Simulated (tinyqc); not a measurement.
Front-illuminated p-i-n photodiode, quantum efficiency and bandwidth: one step of the calculation.

Light enters through a p layer (0 to xp), a depleted layer (xp to xp + wi) and a thick n substrate, decaying as exp(-al x); one pass, no back reflection. Carriers made in the depleted layer are all collected; those in the neutral layers diffuse.

Question. Quantum efficiency. k = al Ln, s = S Ln/Dn, e = exp(-al xp); front layer f1 = (k/(k^2 - 1)) {[s + k - e (s cosh(xp/Ln) + sinh(xp/Ln))]/[s sinh(xp/Ln) + cosh(xp/Ln)] - k e}; depleted layer f2 = e (1 - exp(-al wi)); substrate f3 = e exp(-al wi) al Lp/(1 + al Lp); external efficiency (1 - Rf)(f1 + f2 + f3); responsivity = efficiency q lam/(h c).

Inputs (values chosen for the exercise); values close to those of 4H silicon carbide at this wavelength:
- lam = 280 nm (wavelength)
- al = 15000 1/cm (absorption coefficient)
- Rf = 0.05 (reflectance of the front face)
- xp = 0.059 um (thickness of the front p layer)
- wi = 1.9 um (thickness of the depleted layer)
- Dn = 6.8 cm^2/s (electron diffusion coefficient in the p layer)
- Ln = 3 um (electron diffusion length in the p layer)
- S = 600 cm/s (recombination velocity of the front surface)
- Lp = 82 um (hole diffusion length in the thick n substrate)

Constants: q = 1.602176634e-19 C, h = 6.62607015e-34 J s, c = 299792458 m/s. Results are converted to the units shown.

Give: s; f1; f2; f3; external efficiency; responsivity.

Answer.

s = 0.026471
f1 = 0.084663
f2 = 0.86236
f3 = 0.052518
external efficiency = 0.94956
responsivity = 0.21444 A/W

The front layer absorbs 8.47 % of the light that enters and collects 100 % of that. Diffusion from the neutral layers makes up 13.7 % of the current.

Numbers from tinyqc (`OMP_NUM_THREADS=1 python tinyqc.py 2250010 2250011 out.jsonl`; about 0.01 s on one thread of a shared Intel Xeon 2.30GHz).
